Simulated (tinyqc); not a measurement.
Worked calculation: exchange-split free-electron bands and tunnelling magnetoresistance. Values are carried at full precision from step to step, so a last printed digit may differ when a step is redone from the rounded ones.

Majority and minority bands E = c k^2/m -/+ Dx/2, c = hbar^2/2m0, so k_up = sqrt(m (EF + Dx/2)/c), k_dn = sqrt(m (EF - Dx/2)/c); n_s = k_s^3/(6 pi^2), D_s = m k_s/(4 pi^2 c).

Constants: hbar^2/2m0 = 3.80998211 eV angstrom^2.

Inputs chosen for the exercise: EF = 5.24 eV (Fermi energy above the mean band bottom); Dx = 6.17 eV (exchange splitting); m = 1.26 m0 (mass in the electrodes); mb = 0.49 m0 (mass in the barrier); phi = 1.54 eV (barrier height above EF); d = 11.5 angstrom (barrier thickness).

## The two Fermi spheres

Give k_s, n_s, D_s, the moment per electron (n_up - n_dn)/n and three polarisations: of D, of D v and of D v^2 (v proportional to k).

k_up, k_dn (1/angstrom): 1.6593  0.8442

n_up, n_dn (1/angstrom^3): 0.07714  0.01016

D_up, D_dn (1/(eV angstrom^3)): 0.01390  0.00707

moment per electron = 0.7672 muB

polarisations: D 0.3256, D v 0.5887, D v^2 0.7672

The three numbers differ although they describe one band structure: each probe (density of states, ballistic current, diffusive current) weights the velocity differently.

## Transmissions

Barrier: kappa = sqrt(mb phi/c), c = hbar^2/2m0. With a = k1/m, b = k2/m, w = kappa/mb, the transmission at normal incidence is T(k1, k2) = 4 a b w^2/[w^2 (a + b)^2 + (w^2 + a^2)(w^2 + b^2) sinh^2(kappa d)]. Parallel: G_P = T(up, up) + T(dn, dn); antiparallel: G_AP = 2 T(up, dn); TMR = (G_P - G_AP)/G_AP. Julliere: TMR = 2 P^2/(1 - P^2). Slonczewski factor: P_eff = P_k (w^2 - a_up a_dn)/(w^2 + a_up a_dn), P_k = (k_up - k_dn)/(k_up + k_dn).

Evaluate kappa and the three T.

kappa = 0.4450 1/angstrom
kappa d = 5.118

T: up-up 0.0001253, dn-dn 0.0001309, up-dn 0.0001281

The minority channel transmits more, by a factor 1.04; the common factor exp(-2 kappa d) is 3.59e-05.

## Magnetoresistance

From the T, and from the Julliere formula with P_k and with P_eff.

TMR from T = 0.03 %
P_k = 0.3256
P_eff = -0.0109
Julliere with P_k = 23.71 %
Julliere with P_eff = 0.02 %

The interface factor is -0.034: it reverses the sign of the tunnelling polarisation. The plain Julliere value lies 23.7 points above the result and the one with P_eff 0.00 points from it. Symmetry filtering in crystalline barriers, which gives far larger values, is outside this model.

## Checks

- TMR of a thick barrier against the Julliere formula with P_eff: both 0.0002398.

tinyqc: `OMP_NUM_THREADS=1 python tinyqc.py 1651592 1651593 out.jsonl`; about 0.01 s, one thread, shared Intel(R) Xeon(R) Processor @ 2.30GHz.
